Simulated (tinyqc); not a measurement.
Bulk resistivity and mean free path from two films.

Question. In the thick-film limit single-crystal films obey rho = rho0 (1 + 3 (1 - ps) lam/(8 d)). Find rho0, lam and the product rho0 lam.

Inputs (values chosen for the exercise):

| symbol | value | unit | meaning |
|---|---|---|---|
| ps | 0 |  | specular share of surface scattering |

rho at d = 24 and 74 nm (uohm cm): 7.1725000  6.4072973

Answer. rho is a straight line in 1/d: the intercept is rho0 and the slope (3/8)(1 - ps) rho0 lam. Without ps only the product (1 - ps) lam could be found.

rho0 = 6.040 uohm cm
lam = 12.00 nm
rho0 lam = 72.48 uohm cm nm

Numbers from tinyqc (`OMP_NUM_THREADS=1 python tinyqc.py 2100129 2100130 out.jsonl`; about 0.01 s on one thread of a shared Intel Xeon 2.30GHz).
